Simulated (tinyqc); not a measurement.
Bias-temperature instability from a Gaussian distribution of capture and emission barriers. Changing the oxide field F. Computed by tinyqc, a small Python program. Command: `OMP_NUM_THREADS=1 python tinyqc.py 3024442 3024443 out.jsonl bti sweep`. One thread of a shared host (Intel(R) Xeon(R) Processor @ 2.30GHz), about 0.02 s of CPU time with the checks.

Each trap has a capture time tau_0 exp(E_c/(k_B T)) under stress and an emission time tau_0 exp(E_e/(k_B T)) after it. E_c is Gaussian, and E_e = E_c + d with d Gaussian and independent. A trap counts as filled once t_s exceeds its capture time and as emptied once t_r exceeds its emission time.

Inputs (values chosen for the exercise, for a model p-channel transistor):
```
quantity                                 value        unit
shift with all traps filled V_max          110          mV
mean capture barrier at zero field mu_c   1.75          eV
spread of capture barriers sigma_c        0.22          eV
lowering of mu_c per field k_F           0.048  eV/(MV/cm)
time constant tau_0                      3e-11           s
temperature T                              150           C
stress time t_s                           1000           s
failure criterion                           30          mV
```

Constants: k_B = 8.617333262e-05 eV/K.

Method:
- Demarcation energies E_s = k_B T ln(t_s/tau_0), E_r = k_B T ln(t_r/tau_0); mean barrier mu = mu_c - k_F F; z = (E_s - mu)/sigma_c; Phi is the standard normal distribution.
- Temperatures in kelvin are T(C) + 273.15.
- Shift without recovery dV0 = V_max Phi(z); local time exponent n = d ln dV0/d ln t_s = (k_B T/sigma_c) exp(-z^2/2)/(sqrt(2 pi) Phi(z)); apparent activation energy n E_s.
- Solve V_max Phi(z) = criterion for t_s; the power-law extrapolation from the stress point is t_s (criterion/dV0)^(1/n); 1 year = 3.15576e7 s.

One run for each value:
```
oxide field F (MV/cm)  shift without recovery dV0 (mV)  time exponent n  log10 of the lifetime in s        z
3                                                1.784          0.41386                      7.0207  -2.1391
4                                                3.011          0.38177                      6.4490  -1.9209
5                                                4.874          0.35017                      5.8773  -1.7027
6                                                7.572          0.31915                      5.3056  -1.4845
7                                               11.297          0.28879                      4.7339  -1.2663
8                                               16.201          0.25920                      4.1622  -1.0481
9                                               22.361          0.23051                      3.5905  -0.8300
10                                              29.738          0.20285                      3.0189  -0.6118
```

Describe and explain the trends.

Over the rows, shift without recovery dV0 (mV) rises from 1.78 to 29.7 (exponent d ln y / d ln x 1.8 between the first rows and 2.7 between the last); time exponent n falls from 0.414 to 0.203 (exponent d ln y / d ln x -0.28 between the first rows and -1.2 between the last); log10 of the lifetime in s falls from 7.02 to 3.02. The lifetime is exactly exponential in the field, 0.57 decades per MV/cm; the shift at fixed time follows the Gaussian tail and grows ever more slowly on a logarithmic scale.
